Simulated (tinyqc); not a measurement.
Solubility, supersaturation, precipitation and gettering of an impurity in a silicon-like host. From one set of inputs to another, one input at a time. Computed by tinyqc, a small Python program. Command: `OMP_NUM_THREADS=1 python tinyqc.py 3014322 3014323 out.jsonl ripen ladder`. One thread of a shared host (Intel(R) Xeon(R) Processor @ 2.30GHz), about 0.01 s of CPU time with the checks.

The wafer was saturated at T1 and is then held at T.

The inputs printed are set A. Set A is modelled on chromium in silicon; the values taken over come from a set modelled on gold in silicon. Inputs not listed in the table keep their values of set A, so the rows need not describe a real material.

Inputs (values chosen for the exercise, modelled on chromium in silicon):
```
quantity                                   value        unit
site density N0                            5e+22      1/cm^3
enthalpy of solution H                      2.85          eV
entropy of solution S                        5.1         k_B
diffusion prefactor D0                   0.00075      cm^2/s
migration energy Q                          0.79          eV
temperature of saturation T1                1350           K
anneal temperature T                         914           K
sink density n                           1.1e+07      1/cm^3
initial sink radius r0                       9.1          nm
impurity density in the precipitate C_p  5.2e+22      1/cm^3
interface energy gamma                      0.36       J/m^2
anneal time t                             150000           s
wafer thickness w                            400  micrometre
```

Gettering: relaxation gettering at sinks.

Constants: k_B = 8.617333262e-05 eV/K; k_B = 1.380649e-23 J/K.

Method:
- C_eq(T) = N0 exp(S/k_B - H/(k_B T)); D(T) = D0 exp(-Q/(k_B T)); C0 = C_eq(T1). Supersaturation s = C0/C_eq(T); critical radius r* = 2 gamma/(C_p k_B T ln s); barrier W* = (4 pi/3) gamma r*^2. Strain energy is left out.
- tau0 = 1/(4 pi n r0 D); C_fixed(t) = C_eq + (C0 - C_eq) exp(-t/tau0). If all excess precipitates, the final radius is r_f = [r0^3 + 3 (C0 - C_eq)/(4 pi n C_p)]^(1/3), with tau_f = 1/(4 pi n r_f D).
- Growing sinks: with y = r/r_f and y0 = r0/r_f, dy/dt = (1 - y^3)/(3 tau_f y), which integrates to t/tau_f = F(y) - F(y0), F(y) = (1/2) ln[(1 + y + y^2)/(1 - y)^2] - sqrt(3) arctan[(2y + 1)/sqrt(3)]; the share of the excess left is (1 - y^3)/(1 - y0^3), and C(t) = C_eq + (C0 - C_eq) x share.
- Near a surface held at C_eq(T) the excess decays by out-diffusion over sqrt(D t) and by capture over L_s = sqrt(D tau_f) = (4 pi n r_f)^(-1/2); the shorter length sets the depth from which the surface draws.

Each row keeps all changes above it:
```
input moved                                          from       to  supersaturation s  C(t) with growing sinks (1/cm^3)  capture length L_s (micrometre)
set A                                                   -        -          1.189e+05                         1.897e+13                            410.4
enthalpy of solution H (eV)                          2.85     1.99          3.498e+03                         8.731e+13                            119.9
temperature of saturation T1 (K)                     1350     1425          8.606e+03                         8.731e+13                            103.2
migration energy Q (eV)                              0.79     1.13          8.606e+03                         5.795e+17                            103.2
initial sink radius r0 (nm)                           9.1       17          8.606e+03                         5.793e+17                            103.2
wafer thickness w (micrometre)                        400      625          8.606e+03                         5.793e+17                            103.2
anneal temperature T (K)                              914      792          4.218e+05                         7.440e+17                            103.2
impurity density in the precipitate C_p (1/cm^3)  5.2e+22  4.5e+22          4.218e+05                         7.435e+17                            100.7
```

Which inputs carry the difference?

Supersaturation s goes from 119000 to 422000, a factor 3.55 in all. The largest single move comes from anneal temperature T (a factor 49.0), and enthalpy of solution H works against it (a factor 0.0294). C(t) with growing sinks goes from 1.90e13 to 7.43e17, a factor 39200 in all. The largest single move comes from migration energy Q (a factor 6640). Capture length L_s goes from 410 to 101, a factor 0.245 in all. The largest single move comes from enthalpy of solution H (a factor 0.292). The single moves hold for this order of the switches; the total does not depend on the order.

Caution (all rows): the barrier to homogeneous nucleation is below 35 k_B T for these inputs, so new precipitates would form and outnumber the fixed sinks assumed here.

Extremes, crossings and ranges named in words are read from the listed rows.
